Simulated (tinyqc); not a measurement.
From results to parameters: diatomic chain. Computed by the program tinyqc.

Problem. A chain of two alternating masses has one spring constant k; at the zone edge omega^2 = 2k/M and 2k/m, and wavenumber = 521.4708 sqrt(omega^2) with omega^2 in eV/(angstrom^2 u). Find k, the heavier mass and the optical wavenumber at q = 0.

wavenumbers at the zone edge (cm^-1): 263.978310  1086.792482
lighter mass = 9.900000 u

Solution. The upper value gives k = m omega^2/2, the ratio of the squares gives M/m, and at q = 0 omega^2 = 2k (1/m + 1/M), the sum of the two.

k = 21.5000 eV/angstrom^2
heavier mass = 167.800 u
optical wavenumber at q = 0 = 1118.3928 cm^-1
